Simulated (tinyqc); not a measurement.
Leakage currents through a thin dielectric: one step, computed by the program tinyqc.

Electrons leave an electrode with Fermi energy E_F above its band bottom; barriers are counted from the Fermi level, and both electrodes are alike.

Problem. Transmission at the Fermi level. Field F = V/t; equivalent oxide thickness 3.9 t/k. WKB: a layer of mass m, field F and barrier b(x) = b_0 - e F x gives the exponent (4 sqrt(2 m)/(3 hbar e F)) [b_0^(3/2) - max(b_0 - e F t, 0)^(3/2)] for b_0 > 0; b_0 = barrier - (E - E_F); the transmission is D(E) = exp(-sum of exponents), without image force.

Inputs (values chosen for the exercise, modelled on HfO2):

| quantity | value | unit |
|---|---|---|
| barrier height phi_B | 1.72 | eV |
| tunnelling mass m | 0.18 | m_0 |
| thickness t | 1.8 | nm |
| voltage V | 0.81 | V |

Stack: single layer.

Constants: m_0 = 9.1093837015e-31 kg; e = 1.602176634e-19 C; hbar = 1.054571817e-34 J s.

Give: exponent of the dielectric; transmission D(E_F).

Solution.

exponent of the dielectric = 8.937

transmission D(E_F) = 1.314e-04
